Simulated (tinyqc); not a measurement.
# Thin-film transistor with exponential tail and deep states, accumulation layer: two studies

An undoped film in accumulation, thicker than the space-charge layer. With band bending psi the Fermi level lies E0 - psi below the band edge. Free electrons n = n0 exp(psi/Vt) carry the current; electrons in two exponential distributions of traps, a = a0 exp(psi/Va) and d = d0 exp(psi/Vp), do not. Linear regime, ohmic contacts, traps in equilibrium.

Values chosen for this exercise; values close to those of amorphous silicon: temperature T = 250 K; relative permittivity of the semiconductor eps_r = 11.8; density of extended states Nc = 4.7e19 cm^-3; band mobility mb = 11 cm^2/(V s); total density of tail states Nt = 9.9e19 cm^-3; characteristic temperature of the tail Tt = 350 K; total density of deep states Nd = 5.9e17 cm^-3; characteristic temperature of the deep states Td = 1200 K; bulk Fermi level below the band edge E0 = 0.69 eV; gate capacitance Ci = 20 nF/cm^2; ratio W/L WL = 2; drain voltage Vd = 0.1 V; gate voltage above flat band Vg = 8.1 V.

Constants: q = 1.602176634e-19 C, kB = 1.380649e-23 J/K, Vt = kB T/q, eps0 = 8.8541878128e-14 F/cm where lengths are in cm. Results are converted to the units shown.

Each table varies one quantity; the others keep the values above.

## Effect of the characteristic temperature of the tail

Va = kB Tt/q, Vp = kB Td/q; n0 = Nc exp(-E0/Vt), a0 = Nt th(T/Tt) exp(-E0/Va), d0 = Nd th(T/Td) exp(-E0/Vp), th(x) = pi x/sin(pi x). G(psi) = sum over the three kinds of c0 [V (exp(psi/V) - 1) - psi], field F = sqrt(2 q G/(eps0 eps_r)); Vg = psi + eps0 eps_r F/Ci at the surface. Total charge Q = Ci (Vg - psi_s); free charge Qf = q times the integral of n0 (exp(psi/Vt) - 1)/F over psi from 0 to psi_s; I = (W/L) mb Qf Vd; effective mobility mb Qf/Q.

Result of one run:

| Tt (K) | E0 - psi_s (eV) | Q (nC/cm^2) | free share (%) | effective mobility (cm^2/(V s)) | I (nA) |
|---|---|---|---|---|---|
| 470 | 0.1918 | 152.0 | 0.1303 | 0.01433 | 0.4359 |

What becomes of these results when the characteristic temperature of the tail Tt is changed from 470 to 350 K, all else the same?

Result of the changed run:

| Tt (K) | E0 - psi_s (eV) | Q (nC/cm^2) | free share (%) | effective mobility (cm^2/(V s)) | I (nA) |
|---|---|---|---|---|---|
| 350 | 0.1533 | 151.3 | 0.8262 | 0.09088 | 2.749 |

The whole series:

| Tt (K) | E0 - psi_s (eV) | Q (nC/cm^2) | free share (%) | effective mobility (cm^2/(V s)) | I (nA) |
|---|---|---|---|---|---|
| 310 | 0.1451 | 151.1 | 1.240 | 0.1364 | 4.121 |
| 350 | 0.1533 | 151.3 | 0.8262 | 0.09088 | 2.749 |
| 390 | 0.1647 | 151.5 | 0.4772 | 0.05250 | 1.591 |
| 430 | 0.1777 | 151.8 | 0.2556 | 0.02812 | 0.8533 |
| 470 | 0.1918 | 152.0 | 0.1303 | 0.01433 | 0.4359 |
| 510 | 0.2067 | 152.3 | 0.06412 | 0.007054 | 0.2149 |
| 550 | 0.2221 | 152.6 | 0.03071 | 0.003378 | 0.1031 |
| 590 | 0.2381 | 153.0 | 0.01440 | 0.001584 | 0.04845 |

As Tt goes from 310 to 590 K, the free share falls from 1.24 to 0.0144 %, the distance of the Fermi level from the edge rises from 0.145 to 0.238 eV and the current falls from 4.12 to 0.0484 nA. Q varies by only 1.2 %: the gate sets the charge, the traps decide how much of it moves. At Tt = 310 K the th form, which assumes a Fermi level far below the edge, overcounts the filled tail at the surface by more than 15 %.

## Effect of the total density of tail states

Same model as above.

Effect of the total density of tail states:

| Nt (cm^-3) | E0 - psi_s (eV) | Q (nC/cm^2) | free share (%) | effective mobility (cm^2/(V s)) | I (nA) |
|---|---|---|---|---|---|
| 3.3e18 | 0.08378 | 149.9 | 20.16 | 2.217 | 66.46 |
| 7.6e18 | 0.09435 | 150.1 | 12.35 | 1.359 | 40.79 |
| 1.8e19 | 0.1107 | 150.4 | 5.824 | 0.6407 | 19.27 |
| 4e19 | 0.1295 | 150.8 | 2.455 | 0.2701 | 8.145 |
| 9.3e19 | 0.1516 | 151.2 | 0.8927 | 0.09820 | 2.970 |
| 2.1e20 | 0.1740 | 151.7 | 0.3194 | 0.03513 | 1.066 |
| 5e20 | 0.1985 | 152.2 | 0.1036 | 0.01140 | 0.3468 |

Read the table: what changes, and by how much?

As Nt goes from 3.3e18 to 5e20 cm^-3, the free share falls from 20.2 to 0.104 %, the distance of the Fermi level from the edge rises from 0.0838 to 0.199 eV and the current falls from 66.5 to 0.347 nA. Q varies by only 1.5 %: the gate sets the charge, the traps decide how much of it moves. For Nt = 3.3e18 to 4e19 cm^-3 the th form, which assumes a Fermi level far below the edge, overcounts the filled tail at the surface by more than 15 %.

Program tinyqc, `OMP_NUM_THREADS=1 python tinyqc.py 2610010 2610011 out.jsonl`; Intel Xeon 2.30GHz, shared host, one thread, about 0.01 s.
